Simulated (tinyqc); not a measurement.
MOS inversion layer, Poisson-Schroedinger loop: effect of the sheet density of depletion charge.

Electrons confined at an insulator interface at z = 0, treated as a hard wall; parabolic valleys, Hartree approximation, no image or exchange terms. The depletion charge lies far deeper than the electrons and gives a uniform field q Nd/(eps0 eps_r); the gate balances all charge. Energies are counted from the band edge at the interface.

Schroedinger equation -(C/mz) psi'' + (V0 + U + dE for set B) psi = E psi, C = hbar^2/(2 m0), psi(0) = 0, on a uniform mesh of 800 nodes with a far wall at 88 nm, 8 levels a set; V0 = q Nd z/(eps0 eps_r); dU/dz = q (Ns - integral of n from 0 to z)/(eps0 eps_r), U(0) = 0; N_k = g md m0 q Vt/(pi hbar^2) ln(1 + exp((EF - E_k)/Vt)), g the number of valleys of the set, sum N_k = Ns. Triangular well: E_k = a_k (C F^2/mz)^(1/3), a_1 = 2.338107, a_2 = 4.087949, C = hbar^2/(2 m0), F in eV/nm. Fang-Howard (all electrons in the lowest level of set A): b^3 = 6 (mz1/C) q (Nd + 11 Ns/32)/(eps0 eps_r), centroid 3/b, level C b^2/(4 mz1) + (3/b) q (Nd + 11 Ns/16)/(eps0 eps_r). The centroid adds 3.9 z_av/eps_r to an oxide-equivalent thickness.

Values chosen for this exercise; masses and permittivity close to those of germanium (111): temperature T = 200 K; relative permittivity eps_r = 16.2; mass along z of valley set A (1 valley(s)) mz1 = 1.62 m0; in-plane density-of-states mass of set A md1 = 0.0823 m0; mass along z of valley set B (3 valley(s)) mz2 = 0.0921 m0; in-plane density-of-states mass of set B md2 = 0.338 m0; sheet density of electrons Ns = 6.2e11 cm^-2; extra shift of set B (strain) dE = 0.06 eV.

Constants: q = 1.602176634e-19 C, kB = 1.380649e-23 J/K, hbar = 1.054571817e-34 J s, m0 = 9.1093837015e-31 kg, Vt = kB T/q, eps0 = 8.8541878128e-14 F/cm where lengths are in cm, hbar^2/(2 m0) = 0.0380998212 eV nm^2. Results are converted to the units shown.

Effect of the sheet density of depletion charge:
columns A: Nd (cm^-2); B: A1 (meV); C: B1 (meV); D: EF (meV); E: share of A1 (%); F: share of set A (%); G: centroid z_av (nm); H: added oxide equivalent (nm); I: Fang-Howard centroid (nm)
```
A          B    C     D     E     F     G      H     I
1e11    24.8  112  13.3  39.4  94.0  6.64   1.60  3.12
1.7e11  26.5  116  16.7  43.0  95.0  5.64   1.36  2.91
3.1e11  29.6  125  22.9  49.4  96.1  4.46   1.07  2.63
5.3e11  34.4  137  31.3  58.0  97.3  3.45  0.831  2.34
9.4e11  42.6  159  43.8  69.7  98.5  2.55  0.613  2.02
1.6e12  54.6  191  59.6  81.3  99.4  1.92  0.463  1.74
2.9e12  75.2  247  83.5  92.0  99.9  1.45  0.350  1.45
5e12     104  322   114  97.6   100  1.17  0.282  1.22
```

As Nd goes from 1e11 to 5e12, A1 rises from 24.8 to 104 meV, the share of A1 rises from 39.4 to 97.6 % and the centroid falls from 6.64 to 1.17 nm. A1 goes as Nd^(0.59) between the last two rows (a triangular well in the field of that charge alone gives 2/3). EF lies more than 2 meV above A1 for Nd = 1.6e12, 2.9e12, 5e12. The Fang-Howard centroid is 53 % below the full one in the first row, where A1 holds 39.4 %, and 4.3 % above it in the last, where A1 holds 97.6 %. For Nd = 1e11, 1.7e11, 3.1e11, 5.3e11 the eighth level of a set still holds over 0.4 % of the electrons, so more levels and a farther wall would raise the centroid.

Numbers from tinyqc (`OMP_NUM_THREADS=1 python tinyqc.py 2160012 2160013 out.jsonl`; about 0.8 s on one thread of a shared Intel Xeon 2.30GHz).
